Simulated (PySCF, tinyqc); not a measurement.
Worked calculation: RHF in the sto-6g basis, for H2, spin multiplicity 1. This run ends on a higher stationary point, not on the lowest solution. The lowest restricted solution is unstable here: a spin-polarised one lies 0.0305 hartree lower (PySCF). One step of it, computed by the program tinyqc.

Question. Iteration 1: building the Fock matrix. J_ij = sum D_kl (ij|kl), K_ij = sum D_kl (ik|jl); F = H + J - 0.5 K; E = tr D H + tr D J / 2 - 0.25 tr D K + E_nn.

D at the start, order 1H 1s, 2H 1s:
$$\begin{pmatrix}
1.407958 & -1.407958 \\
-1.407958 & 1.407958
\end{pmatrix}$$

core Hamiltonian H = T + V (hartree), order 1H 1s, 2H 1s:
$$\begin{pmatrix}
-0.842887 & -0.370417 \\
-0.370417 & -0.842887
\end{pmatrix}$$

Two-electron integrals (ij|kl) in chemists' order, unique and non-zero (hartree):
```
(11|11) 0.774999   (21|11) 0.159138   (21|21) 0.048560   (22|11) 0.364176
(22|21) 0.159138   (22|22) 0.774999
```

nuclear repulsion = 0.37397683 hartree

Give: Coulomb J; exchange K; Fock matrix F; total energy of this density.

Answer.

Coulomb J (hartree), order 1H 1s, 2H 1s:
$$\begin{pmatrix}
1.1558 & 0.3114 \\
0.3114 & 1.1558
\end{pmatrix}$$

exchange K (hartree), order 1H 1s, 2H 1s:
$$\begin{pmatrix}
0.7114 & -0.1330 \\
-0.1330 & 0.7114
\end{pmatrix}$$

Fock matrix F (hartree), order 1H 1s, 2H 1s:
$$\begin{pmatrix}
-0.0428 & 0.0075 \\
0.0075 & -0.0428
\end{pmatrix}$$

total energy of this density = -0.362012 hartree
